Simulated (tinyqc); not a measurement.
Two-step dopant diffusion (predeposition and drive-in) with a constant diffusivity: one step, computed by the program tinyqc.

Fick diffusion into a half space x > 0 whose background doping C_B is of the opposite type, so that a junction lies where C = C_B.

Problem. Drive-in as a Gaussian. With a sealed surface and a thin source, C = Q/sqrt(pi (Dt)2) exp(-x^2/(4 (Dt)2)); x_j = 2 sqrt((Dt)2 ln(C(0)/C_B)); gradient at the junction |dC/dx| = C_B x_j/(2 (Dt)2).

Inputs (values chosen for the exercise, modelled on arsenic in silicon): surface concentration C_s = 2e+19 1/cm^3; background doping C_B = 2e+15 1/cm^3; predeposition temperature T1 = 1000 C; drive-in temperature T2 = 1125 C.

dose Q = 4.511973e+13 1/cm^2

drive-in budget (Dt)2 = 3.555358e-11 cm^2

Give: surface concentration C(0) (Gaussian); junction depth x_j; gradient at the junction.

Solution.

surface concentration C(0) (Gaussian) = 4.269e+18 1/cm^3

junction depth x_j = 0.3302 um

gradient at the junction = 9.287e+20 1/cm^4

Caution: the drive-in budget is under fifteen times D1 t1, so the source is not thin and the Gaussian junction is too shallow. Caution: C_s exceeds the intrinsic carrier density of silicon at the predeposition temperature (2e18 to 1e19 per cm^3), where real diffusivities rise with concentration and profiles turn box-like.
